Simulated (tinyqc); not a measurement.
Beam energy: resolution against speed: sputter depth profiling of a dopant layer: erosion rate, quantification and the mixing-roughness response. Computed by tinyqc, a small Python program. Command: `OMP_NUM_THREADS=1 python tinyqc.py 3009819 3009820 out.jsonl sims walk`. One thread of a shared host (Intel(R) Xeon(R) Processor @ 2.30GHz), about 0.03 s of CPU time with the checks.

A rastered ion beam erodes silicon (49.94 atoms per nm^3). The measured profile is the true one convolved with a depth response.

Inputs (values chosen for the exercise, modelled on a dopant in silicon under an oxygen or caesium beam):

| quantity | value | unit |
|---|---|---|
| beam energy E | 1 | keV |
| beam current | 48 | nA |
| raster side | 250 | um |
| sputter yield at 1 keV | 1.2 | - |
| mixing length at 1 keV | 2.1 | nm |
| roughness sigma | 1.2 | nm |
| depth of the top edge z0 | 30 | nm |
| box width b | 14 | nm |
| box concentration C | 7.7e+19 | 1/cm^3 |
| relative sensitivity factor RSF | 5.3e+21 | 1/cm^3 |
| matrix count rate | 2e+06 | 1/s |
| background count rate | 0.34 | 1/s |
| counting time per point | 2 | s |
| level that defines the junction C_B | 1e+17 | 1/cm^3 |

True profile: box.

Constants: e = 1.602176634e-19 C.

Method:
- Scaling chosen for the exercise: yield Y = Y1 E^0.5, mixing length w = w1 E^0.5 (E in keV).
- Erosion rate = Y I/(e x raster^2 x density); depth step = rate x counting time; concentration = RSF x counts/matrix counts; detection limit = RSF x 3 sqrt(background x time)/(matrix rate x time).
- Mixing alone turns a layer at z0 into (1/w) exp(-(z - z0 + w)/w) for z > z0 - w; roughness adds a Gaussian of width sigma. With x = z - z0 + w: g(x) = (1/(2w)) exp(sigma^2/(2 w^2) - x/w) erfc((sigma/w - x/sigma)/sqrt2), and its integral G(x) = (1/2) erfc(-x/(sigma sqrt2)) - w g(x). Measured: C [G(x) - G(x - b)].
- Width = full width at half maximum; the apparent junction is the deep point where the profile falls to C_B; time to profile to twice z0 = 2 z0/erosion rate, at fixed current.

erosion rate = 0.115182 nm/s

Measured values:

| E (keV) | w (nm) | peak (1/cm^3) | width (nm) | apparent junction (nm) | time (min) |
|---|---|---|---|---|---|
| 0.15 | 0.8133 | 7.6997e+19 | 14.000 | 49.478 | 22.417 |
| 0.25 | 1.0500 | 7.6983e+19 | 14.001 | 50.614 | 17.364 |
| 0.50 | 1.4849 | 7.6884e+19 | 14.006 | 52.869 | 12.278 |
| 1.00 | 2.1000 | 7.6445e+19 | 14.033 | 56.198 | 8.682 |
| 2.00 | 2.9698 | 7.5088e+19 | 14.128 | 60.985 | 6.139 |
| 4.00 | 4.2000 | 7.2028e+19 | 14.395 | 67.734 | 4.341 |
| 8.00 | 5.9397 | 6.6726e+19 | 15.005 | 77.068 | 3.070 |

What does the comparison show, and why?

From the highest to the lowest energy the width goes from 15.0 to 14.0 nm, towards the floor set by roughness and the box width 14 nm, and the junction error from 33.1 to 5.48 nm, at 7.3 times the time. Extrapolating the tail slope to zero energy separates mixing from real diffusion. Caution: the surface transient, segregation under the beam and the growth of roughness with depth are left out, and real yields fall faster near the sputter threshold.

Extremes, crossings and ranges named in words are read from the listed rows.
